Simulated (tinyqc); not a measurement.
Field-effect mobility of a thin-film transistor with band-tail and deep states (multiple trapping). Changing the tail width E_t. Computed by tinyqc, a small Python program. Command: `OMP_NUM_THREADS=1 python tinyqc.py 3019889 3019890 out.jsonl tft sweep`. One thread of a shared host (Intel(R) Xeon(R) Processor @ 2.30GHz), about 0.09 s of CPU time with the checks.

A thick film in accumulation at small drain voltage. Only free electrons move; trapped ones still screen the gate. N_c and mu_0 are held fixed when T changes, leaving out the T^(3/2) growth of N_c. x = E_0 - psi is the distance of the Fermi level below the band edge.

Inputs (values chosen for the exercise, modelled on polycrystalline silicon):
```
quantity,value,unit
permittivity eps,11.7,-
effective density of states N_c,2.8e+19,1/cm^3
band mobility mu_0,160,cm^2/(V s)
tail density at the edge g_t,8e+20,1/(eV cm^3)
"flat-band Fermi level below the edge, E_0",0.62,eV
equivalent oxide thickness t,130,nm
surface band bending psi_s as a fraction of E_0,0.66,-
temperature T,250,K
```

Deep states: none.

Constants: k_B = 8.617333262e-05 eV/K; e = 1.602176634e-19 C; eps_0 = 8.8541878128e-12 F/m.

Method:
- F_j(eta) = int_0^infinity x^j/(1 + exp(x - eta)) dx, without a gamma-function factor.
- Integrals over x = E/(k_B T) use 160 Gauss-Legendre points in u = sqrt(x) from 0 to sqrt(max(eta, 0) + 32).
- Free n(x) = N_c (2/sqrt(pi)) F_1/2(-x/k_B T), with F_1/2 from its two-term series in exp(-x/k_B T) for x >= 12 k_B T; tail n_t(x) = int_0^1.2eV g_t exp(-E/E_t)/(1 + exp((x - E)/k_B T)) dE, E counted down from the edge, 120 Gauss-Legendre points; space charge rho(psi) = n + n_t less its value at psi = 0.
- Poisson: F(psi) = sqrt((2 e/(eps eps_0)) int_0^psi rho dpsi'); V_G - V_FB = psi_s + eps F(psi_s) t/3.9; free sheet density N_f = int (n - n(E_0))/F dpsi; induced sheet density N_i = eps eps_0 F(psi_s)/e; trapezoid rule on 301 even points in psi, the first interval left out of N_f.
- mu_eff = mu_0 N_f/N_i; field-effect mobility mu_FE = mu_0 e (dN_f/dV_G)/C_ox and swing S = dV_G/dlog10(N_f), by a central difference of +/- 2 mV in psi_s; C_ox = 3.9 eps_0/t.

One run for each value:
```
tail width E_t (meV),effective mobility mu_eff (cm^2/(V s)),V_G - V_FB (V),swing S (mV/decade)
12.0,9.019e+01,0.58,487
21.7,1.881e+01,0.76,791
31.4,1.689e+00,1.48,1354
41.1,2.790e-01,2.90,2106
50.9,7.670e-02,5.01,2918
70.3,1.423e-02,10.73,4457
80.0,7.908e-03,14.12,5162
```

Give the missing row, tail width E_t (meV) = 60.6.

Computed row:
```
tail width E_t (meV)  effective mobility mu_eff (cm^2/(V s))  V_G - V_FB (V)  swing S (mV/decade)
60.6                                               2.968e-02            7.66                 3707
```

Interpolating between the two neighbouring rows (the first column on a logarithmic scale, the others too where they are positive) misses most in effective mobility mu_eff (cm^2/(V s)), by 4.0 %. Over the rows, effective mobility mu_eff (cm^2/(V s)) falls from 90.2 to 0.00791 (exponent d ln y / d ln x -2.6 between the first rows and -4.5 between the last); V_G - V_FB (V) rises from 0.578 to 14.1 (exponent d ln y / d ln x 0.47 between the first rows and 2.1 between the last); swing S (mV/decade) rises from 487 to 5160 (exponent d ln y / d ln x 0.82 between the first rows and 1.1 between the last).

Caution (rows 12.0, 21.7): the band bending extends over more than 0.2 micrometre, deeper than most thin films, so the thick-film assumption is doubtful.
